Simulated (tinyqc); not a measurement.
Comparisons within one model: quantum-confined Stark effect in a modulator well. A value that a table varies takes the place of the one given here.

Envelopes on cells of 0.5 angstrom over the well |z| < L/2 and 45 angstrom of barrier on each side, psi = 0 beyond, psi'/m continuous (mean mass between points), c = hbar^2/2m0. The electron sees + e F z and the hole - e F z, each with its offset in the barriers; 1 kV/cm = 1e-5 eV/angstrom. Light holes, band mixing and escape by tunnelling are left out.

Exciton: in-plane function exp(-rho/lam), 1/mu = 1/me + 1/mp, E(lam) = c/(mu lam^2) - (q/eps) times the integral over k of Fm(k)(1 + (k lam/2)^2)^(-3/2), Fm(k) the double integral of psi_e^2 psi_h^2 exp(-k |z - z'|), q = e^2/(4 pi eps0); binding Eb = -E at the minimum. Line at Eg + E_e + E_h - Eb, strength proportional to overlap^2/lam^2.

Constants: hbar^2/2m0 = 3.80998211 eV angstrom^2; e^2/(4 pi eps0) = 14.39964547 eV angstrom; hc = 1239.841984 eV nm.

Values chosen for the exercise (near those of a Ge well in SiGe, direct gap; the results hold for these values, not for the real material):
```
symbol  value                             unit      meaning
L       90                                angstrom  well width
Vc      0.388                             eV        conduction offset
Vv      0.109                             eV        heavy-hole offset
me      0.0404                            m0        electron, well
meb     0.0556                            m0        electron, barrier
mh      0.201                             m0        heavy hole along z, well
mhb     0.219                             m0        heavy hole, barrier
Eg      0.842                             eV        gap of the well
mp      0.072                             m0        heavy hole in the plane
eps     15.5                                        dielectric constant
Fs      (0, 14, 29, 43, 59, 76, 96)       kV/cm     fields
Ls      (50, 66, 84, 104, 126, 150, 170)  angstrom  widths
F_L     51                                kV/cm     field for this table
F       51                                kV/cm     field
```

## Raising the field

All quantities anew; shifts from zero field.

Results:
```
F (kV/cm)  dE_e (meV)  dE_h (meV)  Eb (meV)  line shift (meV)  overlap^2  relative strength
0                0.00        0.00      4.05              0.00      0.997              1.000
14              -0.06       -0.24      4.04             -0.30      0.988              0.988
29              -0.27       -1.03      4.01             -1.27      0.959              0.949
43              -0.59       -2.23      3.98             -2.76      0.917              0.894
59              -1.12       -4.12      3.93             -5.12      0.856              0.816
76              -1.85       -6.68      3.86             -8.35      0.782              0.726
96              -2.95      -10.33      3.78            -13.02      0.692              0.620
```

The line shift grows with exponent 1.99 in F at low field and 1.90 at the end, still close to the quadratic law. The hole gives 79 % of the level shift in the second row and 78 % in the last. The largest shift is 3.2 times the zero-field binding, yet 93 % of the binding survives, since the walls stop the field from pulling the pair apart. The strength keeps 62 %.

## Width of the well

Zero-field line, its shift at F_L and the relative strength.

Results:
```
L (angstrom)  line at F = 0 (nm)  Eb (meV)  shift (meV)  relative strength  shift x strength (meV)
50                        1251.8      4.37        -1.08              0.977                    1.05
66                        1309.7      4.24        -1.82              0.950                    1.73
84                        1352.6      4.09        -3.23              0.888                    2.87
104                       1384.0      3.94        -5.65              0.762                    4.31
126                       1406.8      3.79        -9.47              0.570                    5.39
150                       1423.4      3.64       -14.94              0.355                    5.30
170                       1433.2      3.53       -20.44              0.213                    4.36
```

The shift grows with exponent 1.90 in L over the first two rows and 2.50 over the last two, against 4 for hard walls at second order; leakage lowers it in narrow wells and saturation in wide ones. The strength falls from 0.98 to 0.21, and the product of the two is largest at 126 angstrom.

## What each parameter does

Zero-field line, shift at F, overlap^2 and Eb at F. Each row changes one parameter from the base and keeps the others.

Results:
```
case             line (nm)  shift (meV)  overlap^2  Eb (meV)
base                1363.5        -3.86      0.888      3.95
L = 80 angstrom     1344.6        -2.86      0.925      4.07
F = 41 kV/cm        1363.5        -2.51      0.923      3.99
Vc = 0.31 eV        1369.0        -3.98      0.881      3.93
Vv = 0.136 eV       1362.4        -3.52      0.899      3.98
me = 0.0465 m0      1369.6        -3.86      0.885      4.23
mh = 0.171 m0       1361.7        -3.79      0.896      3.94
eps = 14            1364.6        -3.83      0.888      4.72
```

The largest shifts from the base row, up to three for each result and ties (the steps differ in size, so this ranks the rows, not the parameters). line (nm): L -18.9, me +6.1, Vc +5.6; unchanged at the printed digits by F. shift (meV): F +1.34, L +1.00, Vv +0.34; unchanged at the printed digits by me. overlap^2: L +0.038, F +0.036, Vv +0.012; unchanged at the printed digits by eps. Eb (meV): eps +0.76, me +0.28, L +0.11.

Computed by tinyqc, a small Python program: `OMP_NUM_THREADS=1 python tinyqc.py 1250112 1250113 out.jsonl` (the numbers bound the seed that draws the inputs); one thread of a shared host (Intel(R) Xeon(R) Processor @ 2.30GHz), about 0.2 s for the whole set of steps.
